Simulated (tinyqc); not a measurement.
Chemically amplified photoresist: aerial image, acid generation, bake, development and line width. Changing the acid diffusivity D. Computed by tinyqc, a small Python program. Command: `OMP_NUM_THREADS=1 python tinyqc.py 3013903 3013904 out.jsonl resist sweep`. One thread of a shared host (Intel(R) Xeon(R) Processor @ 2.30GHz), about 0.03 s of CPU time with the checks.

Lines and spaces of pitch p with a two-beam-like image; x = 0 is the middle of the bright space. The resist is positive and treated as uniform in depth.

Inputs (values chosen for the exercise, for a model resist at 13.5 nm): pitch p = 31 nm; image contrast c = 0.76; mean dose E = 9 mJ/cm^2; Dill parameter C = 0.034 cm^2/mJ; quencher load q, relative to the acid generator = 0.15; bake time t = 60 s; amplification rate k_amp = 0.061 1/s; threshold protection m_th = 0.41; development selectivity n = 8; largest rate r_max = 250 nm/s; smallest rate r_min = 0.04 nm/s; resist thickness d = 24 nm; development time t_d = 60 s; photon energy = 91.84 eV; absorption coefficient alpha = 6.7 1/um.

Method:
- Dose E(x) = E [1 + c cos(2 pi x/p)]; acid h = 1 - exp(-C E(x)).
- Bake: the acid image is blurred by a Gaussian of variance sigma^2 = 2 D t (each Fourier term k of h, taken on 64 points, is multiplied by exp(-4 pi^2 k^2 D t/p^2)).
- Cosine coefficients: h(x) = sum_k h_k cos(2 pi k x/p).
- The quencher then removes q, h_eff = max(h_blurred - q, 0); protection m = exp(-k_amp t h_eff).
- Mack rate r = r_max (a + 1)(1 - m)^n/(a + (1 - m)^n) + r_min, a = ((n + 1)/(n - 1))(1 - m_th)^n.
- Edge: vertical development clears the film where r t_d >= d; the space width is twice the x where r = d/t_d.
- Dose sensitivity = d ln(width)/d ln E from widths at 1.005 E and E/1.005; image log-slope at the edge = |d ln E/dx|, normalised by the width (NILS); latitude for 10 % of width = 10 %/sensitivity.
- The edge lies at x = width/2.
- Absorbed photons per volume N = E(edge) alpha/(photon energy), 1 mJ/cm^2 = 62.41509 eV/nm^2, alpha in 1/nm; a Gaussian blur averages over a volume V = (2 sqrt(pi) sigma)^3; relative noise 1/sqrt(N V); edge noise sigma_x = (dh/d ln E) noise/|dh/dx|, with both derivatives of the blurred acid at the edge.

One run for each value; columns: (1) acid diffusivity D (nm^2/s); (2) dose latitude (%); (3) edge noise from photons (nm); (4) space width (nm); (5) blur factor of the first harmonic:
```
(1)        (2)     (3)     (4)      (5)
0.0046  14.679  7.1878  17.102  0.98873
0.0085  14.551  4.5727  17.096  0.97927
0.0150  14.339  3.0284  17.089  0.96370
0.0510  13.206  1.3111  17.073  0.88187
0.0930  11.981  0.9236  17.101  0.79515
0.1700  10.015  0.7141  17.258  0.65769
0.3100   7.243  0.6666  17.826  0.46575
0.5600   4.043  0.9382  19.814  0.25150
```

Give the missing row, acid diffusivity D (nm^2/s) = 0.0280.

Computed row; columns: (1) acid diffusivity D (nm^2/s); (2) dose latitude (%); (3) edge noise from photons (nm); (4) space width (nm); (5) blur factor of the first harmonic:
```
(1)        (2)     (3)     (4)      (5)
0.0280  13.922  1.9511  17.078  0.93331
```

Interpolating between the two neighbouring rows (the first column on a logarithmic scale, the others too where they are positive) misses most in blur factor of the first harmonic, by 1.3 %. Over the rows, dose latitude (%) falls from 14.7 to 4.04 (exponent d ln y / d ln x -0.014 between the first rows and -0.99 between the last); edge noise from photons (nm) goes from 7.19 through a minimum among these rows, 0.667 at 0.310, to 0.938; space width (nm) goes from 17.1 through a minimum among these rows, 17.1 at 0.0510, to 19.8. Blur pulls the acid image towards its mean: it flattens the acid slope, averages over more photons, and moves the edge unless the clearing threshold lies at that mean.

Caution (all rows): lateral development, standing waves and the joint diffusion of acid and quencher are left out, so widths are indicative. Caution (rows 0.00460, 0.00850, 0.0150, 0.0280): with under about ten photons in the blur volume a Gaussian noise estimate is unreliable. Caution (all rows): the noise counts photons alone (acid and quencher statistics add to it) and takes the film as thicker than the blur; a thinner film averages in two dimensions only.

Extremes, crossings and ranges named in words are read from the listed rows.
